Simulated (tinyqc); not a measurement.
Worked calculation: coupled-perturbed Hartree-Fock on RHF in the 6-311g basis, for H-, spin multiplicity 1. The basis has no diffuse functions, so it cannot describe the extra electron: this is an exercise in the method, not the real anion. The polarisability along this axis is zero because the basis has no function that the field can mix in; the real value is not. One step of it, computed by the program tinyqc.

Question. Orthogonalisation. S = U s U^T; symmetric (Loewdin) form X = U s^(-1/2) U^T, so that X^T S X = 1.

overlap S, lower triangle:
```
,1H 1s,1H 2s,1H 3s
1H 1s,1.000000
1H 2s,0.706377,1.000000
1H 3s,0.373664,0.788963,1.000000
```

Give: eigenvalues of S; X.

Answer.

eigenvalues of S: 0.1092  0.6294  2.2614

X, lower triangle:
```
,1H 1s,1H 2s,1H 3s
1H 1s,1.3660
1H 2s,-0.7285,2.0456
1H 3s,0.1796,-0.9056,1.5398
```
